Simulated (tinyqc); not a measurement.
Tight binding, honeycomb lattice, step by step. Computed by tinyqc, a small Python program that keeps every step. Settings: t1 = 1.33, t2 = 0.14, phi = -2.17, delta = 0.72, points = 5. Command: `OMP_NUM_THREADS=1 python tinyqc.py 30559 30560 out.jsonl` (the two numbers bound the seeds that draw the settings). One thread of a shared host (Intel(R) Xeon(R) Processor @ 2.60GHz), about 0.01 s of CPU time with the checks.

## Bloch Hamiltonian at k

Parameters chosen for this model:

| parameter | value | unit |
|---|---|---|
| t1 | 1.330000 | eV, nearest |
| t2 | 0.140000 | eV, second neighbours |
| phi | -2.170000 | rad, phase of t2 (Haldane) |
| delta | 0.720000 | eV, +/- on A and B |

k point k (fractions of the reciprocal vectors): 0.3500  -0.3300

H_AB = -t1 (1 + exp(-i k.a1) + exp(-i k.a2)); H_AA = delta - 2 t2 sum cos(k.b + phi), H_BB = -delta - 2 t2 sum cos(k.b - phi), b = a1, a2 - a1, -a2.

H(k) at k (eV):
```
                A               B
A         -0.1150  0.0925-0.0895i
B  0.0925+0.0895i         -0.3572
```

## Levels at k

Diagonalise the Hermitian matrix.

eigenvalues (eV): -0.4129  -0.0594

weights |c|^2 of the basis functions:
```
   band 1  band 2
A  0.1574  0.8426
B  0.8426  0.1574
```

## Bloch Hamiltonian at K

k point K (fractions of the reciprocal vectors): 0.3333  0.6667

As before.

H(k) at K (eV):
```
         A        B
A  -0.1176   0.0000
B   0.0000  -0.3561
```

## Levels at K

As before.

eigenvalues (eV): -0.3561  -0.1176

weights |c|^2 of the basis functions:
```
   band 1  band 2
A  0.0000  1.0000
B  1.0000  0.0000
```

## Bands along a path

The same steps at evenly spaced points between the labelled ones.

Bands along the path (eV):

| k | band 1 | band 2 |
|---|---|---|
| G | -3.5807 | 4.5282 |
| G-K 0.25 | -3.3459 | 4.0509 |
| G-K 0.50 | -2.6313 | 2.7893 |
| G-K 0.75 | -1.5126 | 1.1968 |
| K | -0.3561 | -0.1176 |
| K-M 0.25 | -0.7975 | 0.3508 |
| K-M 0.50 | -1.2100 | 0.8209 |
| K-M 0.75 | -1.4991 | 1.1625 |
| M | -1.6703 | 1.3545 |
| M-K' 0.25 | -1.7331 | 1.3965 |
| M-K' 0.50 | -1.7025 | 1.3134 |
| M-K' 0.75 | -1.6152 | 1.1686 |
| K' | -1.5576 | 1.0839 |

With 1 band(s) filled, the highest filled level on these points lies at K and the lowest empty one at K: a gap of 0.2385 eV, direct.

## Chern number of the lower band

On a 5 x 5 mesh, the phase of the product of overlaps around each plaquette (k1 then k2); the sum over 2 pi is an integer.

plaquette phases (rad):
```
         1        2        3        4        5
1   0.0000  -0.0393   0.0370   0.0690   0.0024
2   0.0633   0.0730  -0.3014  -1.6151   0.0690
3   0.2412   0.4339   0.3702  -0.3014   0.0370
4  -0.0879   0.3165   0.4339   0.0730  -0.0393
5  -0.0514  -0.0879   0.2412   0.0633   0.0000
```

Chern number = 0.0000
